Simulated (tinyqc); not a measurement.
Ferroelectric switching, Landau-Khalatnikov equation: two steps of the calculation.

One domain: rho dP/dt = E - (2 al P + 4 be P^3), with al = -3 sqrt(3) Ec/(4 Pr), be = 3 sqrt(3) Ec/(8 Pr^3), so that the static loop has remanence Pr and coercive field Ec. With P in uC/cm^2, E in kV/cm, rho in ohm m and t in ns, dP/dt = [E - 2 al P - 4 be P^3]/(100 rho).

Values chosen for this exercise; remanent polarisation and coercive field close to those of a vinylidene fluoride copolymer films:
```
symbol,value,unit,meaning
Pr,8.2,uC/cm^2,remanent polarisation
Ec,470,kV/cm,static coercive field
rho,0.5,ohm m,viscosity of the polarisation
Em,1100,kV/cm,field amplitude
dt,0.054,ns,time step
```

Question 1. Landau coefficients and time scales. al = -3 sqrt(3) Ec/(4 Pr), be = 3 sqrt(3) Ec/(8 Pr^3). Relaxation time at remanence tau = 100 rho/(-4 al); final state: the largest root Pf of 2 al P + 4 be P^3 = Em; relaxation time there 100 rho/(2 al + 12 be Pf^2).

Give: al; be; tau; Pf; relaxation time at Pf.

Answer 1.

al = -74.46 kV cm/uC
be = 0.5537 kV cm^5/uC^3
tau = 0.1679 ns
Pf = 10.67 uC/cm^2
relaxation time at Pf = 0.08235 ns

Question 2. One time step. The constant field E = Em acts from t = 0. Explicit Euler: P(new) = P + dt dP/dt(P).

P after step 1 = -7.012 uC/cm^2
al = -74.457062 kV cm/uC
be = 0.55366643 kV cm^5/uC^3

Give: dP/dt; P after step 2.

Answer 2.

dP/dt = 16.39 uC/(cm^2 ns)
P after step 2 = -6.127 uC/cm^2

Numbers from tinyqc (`OMP_NUM_THREADS=1 python tinyqc.py 2860062 2860063 out.jsonl`; about 0.01 s on one thread of a shared Intel Xeon 2.30GHz).
